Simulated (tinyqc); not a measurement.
Quaternary alloy A(x)B(1-x)C(y)D(1-y) matched to a substrate: sweeps and comparisons. A value that a table varies takes the place of the one given here.

Q(x,y) = x y Q_AC + x (1 - y) Q_AD + (1 - x) y Q_BC + (1 - x)(1 - y) Q_BD for the lattice constant. Gap, rule 1: Q(x,y) - x (1 - x)[y C_ABC + (1 - y) C_ABD] - y (1 - y)[x C_ACD + (1 - x) C_BCD]. Rule 2 (mean of ternaries): {x (1 - x)[y T_ABC(x) + (1 - y) T_ABD(x)] + y (1 - y)[x T_ACD(y) + (1 - x) T_BCD(y)]}/{x (1 - x) + y (1 - y)}, T_ABC(x) = x E_AC + (1 - x) E_BC - C_ABC x (1 - x), T_ACD(y) = y E_AC + (1 - y) E_AD - C_ACD y (1 - y), and alike. Only the Gamma valley is followed.

Matching a(x,y) = a_s gives x = (a_s - y a_BC - (1 - y) a_BD)/(y (a_AC - a_BC) + (1 - y)(a_AD - a_BD)).
Constants: hc = 1239.841984 eV nm.

Parameters, chosen for this exercise (AC, AD, BC, BD near GaAs, GaSb, InAs and InSb; substrate near InAs; not measured data): a = (5.66, 6.103, 6.064, 6.477) angstrom (lattice constants of AC, AD, BC, BD); Eg = (1.499, 0.805, 0.414, 0.234) eV (gaps at Gamma of AC, AD, BC, BD); Cb = (0.446, 0.411, 1.452, 0.669) eV (bowing of ABC, ABD, ACD, BCD); a_s = 6.064 angstrom (substrate); y = 0.77 (fraction of C).

## Along the matched line

x follows from y.

Results:

| y | x | bilinear (eV) | rule 1 (eV) | rule 2 (eV) | wavelength 1 (nm) | wavelength 2 (nm) |
|---|---|---|---|---|---|---|
| 0.10 | 0.9859 | 0.8657 | 0.7302 | 0.7525 | 1698 | 1648 |
| 0.21 | 0.8579 | 0.8543 | 0.5809 | 0.7045 | 2135 | 1760 |
| 0.32 | 0.7321 | 0.8301 | 0.4769 | 0.6486 | 2600 | 1911 |
| 0.43 | 0.6085 | 0.7933 | 0.4111 | 0.6009 | 3016 | 2063 |
| 0.55 | 0.4759 | 0.7393 | 0.3742 | 0.5570 | 3314 | 2226 |
| 0.66 | 0.3566 | 0.6774 | 0.3650 | 0.5218 | 3397 | 2376 |
| 0.77 | 0.2392 | 0.6039 | 0.3725 | 0.4887 | 3328 | 2537 |
| 0.88 | 0.1238 | 0.5191 | 0.3903 | 0.4549 | 3177 | 2726 |
| 0.99 | 0.0102 | 0.4232 | 0.4120 | 0.4177 | 3009 | 2969 |

How do the results move?

The matched alloys span 0.365 to 0.730 eV by rule 1, with the lowest value inside the range, at y = 0.66. Along the line dx/dy is -1.164 between the first two rows and -1.032 between the last two. In energy the two rules differ most at y = 0.43, by 190 meV (953 nm there), which measures how far the ternary data leave the interior open. Miscibility gaps are not considered.

## What each parameter does

x is matched anew each time. Each row changes one parameter from the base and keeps the others.

Results:

| case | x | rule 1 (eV) | rule 2 (eV) |
|---|---|---|---|
| base | 0.2392 | 0.3725 | 0.4887 |
| y = 0.76 | 0.2498 | 0.3713 | 0.4917 |
| a_s = 6.068 angstrom | 0.2291 | 0.3665 | 0.4803 |
| Cb = (0.535, 0.493, 1.742, 0.803) eV | 0.2392 | 0.3263 | 0.4657 |
| Eg = (1.549, 0.805, 0.414, 0.234) eV | 0.2392 | 0.3817 | 0.4979 |
| a = (5.67, 6.103, 6.064, 6.477) angstrom | 0.2439 | 0.3754 | 0.4926 |

How do the results move?

The largest shifts from the base row, up to three for each result and ties (the steps differ in size, so this ranks the rows, not the parameters). x: y +0.0106, a_s -0.0101, a +0.0047; unchanged at the printed digits by Cb and Eg. rule 1 (eV): Cb -0.0462, Eg +0.0092, a_s -0.0060. rule 2 (eV): Cb -0.0230, Eg +0.0092, a_s -0.0084.

Run: tinyqc, `OMP_NUM_THREADS=1 python tinyqc.py 1081247 1081248 out.jsonl`; Intel(R) Xeon(R) Processor @ 2.30GHz, one thread, shared host; about 0.01 s of CPU time with all checks.
